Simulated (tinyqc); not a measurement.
CMOS inverter, nodal equation and switching: one step of the calculation.

An n-channel pull-down (bn, VTn) and a p-channel pull-up (bp, VTp) share the input Vin and the output node Vout, which carries the load C. Transistor (EKV form, voltages against the body): I = 2 n b Vt^2 [F(vp - Vs) - F(vp - Vd)] from drain to source, F(v) = ln^2(1 + exp(v/(2 Vt))), vp = (Vg - VT + sg |Vd - Vs|)/n. n-channel bodies are at 0; for the p-channel device all voltages are counted down from Vdd. b in uA/V^2 gives I in uA. Static: In = Ip. Transient: C dVout/dt = Ip - In. No velocity saturation, no gate capacitance beyond C.

Task. Transfer curve. For each Vin solve In = Ip; gain = dVout/dVin.

Values chosen for this exercise:
- T = 300 K (temperature)
- Vdd = 0.5 V (supply voltage)
- n = 1.43 (slope factor)
- sg = 0.119 (drain-induced barrier lowering)
- VTn = 0.37 V (n-channel threshold)
- VTp = 0.37 V (p-channel threshold (magnitude))
- bn = 750 uA/V^2 (gain factor of the pull-down transistor)
- bp = 220 uA/V^2 (gain factor of the pull-up transistor)
- Vin = 0.2 V (input voltage)

Constants: q = 1.602176634e-19 C, kB = 1.380649e-23 J/K, Vt = kB T/q. Results are converted to the units shown.

| point | Vin (V) |
|---|---|
| 0 | 0 |
| 1 | 0.05 |
| 2 | 0.1 |
| 3 | 0.15 |
| 4 | 0.2 |
| 5 | 0.25 |
| 6 | 0.3 |
| 7 | 0.35 |
| 8 | 0.4 |
| 9 | 0.45 |
| 10 | 0.5 |

Find: Vout; supply current; gain.

Result.

| point | Vout (V) | supply current (uA) | gain |
|---|---|---|---|
| 0 | 0.5000 | 3.179e-4 | 0.000 |
| 1 | 0.4999 | 0.001212 | -0.003 |
| 2 | 0.4995 | 0.004552 | -0.021 |
| 3 | 0.4957 | 0.01651 | -0.196 |
| 4 | 0.4345 | 0.04849 | -4.819 |
| 5 | 0.0571 | 0.04810 | -4.314 |
| 6 | 0.0035 | 0.01705 | -0.167 |
| 7 | 0.0004 | 0.004903 | -0.016 |
| 8 | 0.0000 | 0.001337 | -0.002 |
| 9 | 0.0000 | 3.555e-4 | 0.000 |
| 10 | 0.0000 | 9.325e-5 | 0.000 |

The switching point Vin = Vout lies at 0.2270 V, with a gain of -8.39.

Computed by the program tinyqc: `OMP_NUM_THREADS=1 python tinyqc.py 2340097 2340098 out.jsonl`, one thread of a shared Intel Xeon 2.30GHz, about 0.03 s for the whole run.
